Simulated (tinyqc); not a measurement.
What each parameter does: quantum well in an electric field by finite differences.

Finite differences on points z_i at the centres of cells of width h: H_ii = (c/h^2)(1/m_(i-1/2) + 1/m_(i+1/2)) + V_i, H_(i,i+1) = -(c/h^2)/m_(i+1/2), where m_(i+1/2) is the mean of the masses at the two points (the end values are repeated outwards), psi = 0 on the points beyond both ends, c = hbar^2/2m0. The field adds e F (z - z0) with z0 the middle of the structure; 1 kV/cm = 1e-5 eV/angstrom.

Constants: hbar^2/2m0 = 3.80998211 eV angstrom^2.

Inputs chosen for the exercise (near those of a strained Si well in SiGe; shifted at random, so the results belong to these values and not to a real crystal): Lw = 20 angstrom (well width); Lb = 16 angstrom (each outer barrier); V0 = 0.186 eV (barrier height); mw = 0.921 m0 (mass in the well); mb = 0.899 m0 (mass in the barriers); F = 150 kV/cm (field along z); hf = 0.25 angstrom (cell width of the fine grid).

Three layers: barrier, well, barrier; fine grid. The Stark shift is E1(F) - E1(0). Each row changes one parameter from the base and keeps the others.

Results:
```
case              E1 (eV)  E2 - E1 (meV)  Stark shift (meV)  <z - z0> (angstrom)
base               0.0455          118.0              -0.67                -0.89
Lw = 16 angstrom   0.0604          139.3              -0.47                -0.63
Lb = 20 angstrom   0.0454          115.0              -0.69                -0.93
V0 = 0.223 eV      0.0485          128.7              -0.56                -0.75
mw = 1.0592 m0     0.0430          111.2              -0.66                -0.88
mb = 1.0788 m0     0.0432          116.3              -0.67                -0.90
F = 225 kV/cm      0.0447          117.9              -1.50                -1.33
```

The largest shifts from the base row, up to three for each result and ties (the steps differ in size, so this ranks the rows, not the parameters). E1 (eV): Lw +0.0149, V0 +0.0030, mw -0.0026. E2 - E1 (meV): Lw +21.3, V0 +10.7, mw -6.8. Stark shift (meV): F -0.83, Lw +0.19, V0 +0.11; unchanged at the printed digits by mb. <z - z0> (angstrom): F -0.45, Lw +0.26, V0 +0.14.

Run: tinyqc, `OMP_NUM_THREADS=1 python tinyqc.py 1282747 1282748 out.jsonl`; Intel(R) Xeon(R) Processor @ 2.30GHz, one thread, shared host; about 0.01 s of CPU time with all checks.
